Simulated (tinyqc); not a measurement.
# Surface potential of a MOS transistor: implicit equation and explicit approximations: two studies

p-type body, charge-sheet picture, depletion and inversion only, full ionisation (an idealisation for deep acceptors), Boltzmann statistics (rough once Na exp(x - xn) passes about Nc/7). In units of Vt: xg = (Vg - Vfb)/Vt, x = psi/Vt, G = gamma/sqrt(Vt), xn = (2 phiF + Vc)/Vt. The implicit equation is (xg - x)^2 = G^2 [x - 1 + exp(x - xn)] for x above about 3. Cox = eps0 eox/tox.

Values chosen for this exercise; band and dielectric values close to those of 4H silicon carbide:
```
symbol    value   unit                                                                 meaning
T           250      K                                                             temperature
Eg         3.22     eV                                                                band gap
eps_r      9.83                                                          relative permittivity
Nc      1.29e19  cm^-3                                  conduction-band density of states at T
Nv      1.86e19  cm^-3                                     valence-band density of states at T
eox         3.9         relative permittivity of the gate insulator (close to silicon dioxide)
tox         2.6     nm                                                     insulator thickness
Na       5.7e16  cm^-3                                                        acceptor density
Vfb       -0.64      V                                                       flat-band voltage
Vc            1      V                                                    channel-body voltage
Vg          4.1      V                                                       gate-body voltage
```

Constants: q = 1.602176634e-19 C, kB = 1.380649e-23 J/K, Vt = kB T/q, eps0 = 8.8541878128e-14 F/cm where lengths are in cm. Results are converted to the units shown.

Each table varies one quantity; the others keep the values above.

## Accuracy of the approximations against gate voltage

ni = sqrt(Nc Nv) exp(-Eg/(2 Vt)), Eg in volts; phiF = Vt ln(Na/ni); gamma = sqrt(2 q eps0 eps_r Na)/Cox; VT = Vfb + Vt (xn + G sqrt(xn - 1)). Depletion value a = 1 + [sqrt(G^2/4 + xg - 1) - G/2]^2; inversion value b = xn + ln[(xg - xn)^2/G^2 - xn + 1] and first guess y = min(a, b) - ln(1 + exp(-|a - b|)) if a > xn + 1, else b = y = a; one second-order correction with D = exp(y - xn), p = 2 (xg - y) + G^2 (1 + D), w = (xg - y)^2 - G^2 (y - 1 + D): z = y + 2 w/(p + sqrt(p^2 - 2 (2 - G^2 D) w)), or the Newton step z = y + w/p where the root is not real. N_inv = (Cox Vt G/q) [sqrt(x - 1 + exp(x - xn)) - sqrt(x - 1)] at the root. Lambert form (Cox m Vt/q) W0[(G/(2 m sqrt(xn - 1))) exp((Vg - VT)/(m Vt))], m = 1 + G/(2 sqrt(xn - 1)). Errors under 1e-4 mV, and the linear form below VT, are printed as 0.

Accuracy of the approximations against gate voltage:
```
Vg (V)  psi (V)    x - xn  error of y (mV)  error of z (mV)  N_inv (cm^-2)  Cox (Vg - VT)/q (cm^-2)  Lambert form (cm^-2)
3.13     3.5907   -18.003                0                0         68.107                        0                63.987
3.33     3.7858   -8.9443                0                0       5.7005e5                        0              5.5456e5
3.53     3.9805  0.094743            0.551                0       4.6767e9                2.2000e10              4.6847e9
3.73     4.0932    5.3256             22.0             7.37      7.0631e11                1.6799e12             7.3756e11
3.93     4.1235    6.7293             14.2            -2.57      2.1077e12                3.3378e12             2.1960e12
4.13     4.1406    7.5226             10.7           -0.740      3.6206e12                4.9957e12             3.7558e12
4.33     4.1527    8.0860             8.76           -0.352      5.1755e12                6.6536e12             5.3490e12
4.53     4.1622    8.5250             7.47           -0.202      6.7532e12                8.3115e12             6.9588e12
4.73     4.1699    8.8853             6.54           -0.130      8.3452e12                9.9694e12             8.5784e12
```

What does the comparison show?

psi rises from 3.59 to 4.17 V and ends 8.9 Vt above 2 phiF + Vc. Among the rows the first guess is off by at most 22 mV (at Vg = 3.73 V) and the corrected value by at most 7.4 mV. In the last row the linear form is 19 % above N_inv and the Lambert form 2.8 % above it; in the first row the Lambert form is 6.0 % below it. For Vg = 3.73, 3.93, 4.13, 4.33, 4.53, 4.73 the electron quasi-Fermi level lies less than 2 Vt below the band edge at the surface, or above it, where degeneracy and confinement, left out, matter.

## Effect of the insulator thickness at fixed gate voltage

Same model as above.

Effect of the insulator thickness at fixed gate voltage:
```
tox (nm)  psi (V)  x - xn  error of y (mV)  error of z (mV)  N_inv (cm^-2)  Cox (Vg - VT)/q (cm^-2)  Lambert form (cm^-2)
0.87        4.184   9.548             13.7            -2.25       1.216e13                 1.730e13              1.298e13
1.2         4.171   8.940             12.8            -1.60       8.615e12                 1.211e13              9.112e12
1.6         4.159   8.388             12.1            -1.22       6.223e12                 8.692e12              6.532e12
2.2         4.146   7.762             11.4           -0.946       4.224e12                 5.895e12              4.400e12
3           4.132   7.122             10.9           -0.795       2.773e12                 3.905e12              2.870e12
4.2         4.116   6.362             10.9           -0.771       1.612e12                 2.342e12              1.658e12
5.7         4.098   5.533             11.8            -1.04       8.398e11                 1.314e12              8.591e11
7.8         4.070   4.236             15.7            -3.92       2.686e11                 5.387e11              2.733e11
```

What does the comparison show?

As tox goes from 0.87 to 7.8, psi falls from 4.18 to 4.07 V, x - xn falls from 9.55 to 4.24 and N_inv falls from 1.22e13 to 2.69e11 cm^-2. The Lambert form lies between 1.02 and 1.07 times N_inv. In every row the electron quasi-Fermi level lies less than 2 Vt below the band edge at the surface, or above it, where degeneracy and confinement, left out, matter.

Numbers from tinyqc (`OMP_NUM_THREADS=1 python tinyqc.py 2122097 2122098 out.jsonl`; about 0.01 s on one thread of a shared Intel Xeon 2.30GHz).
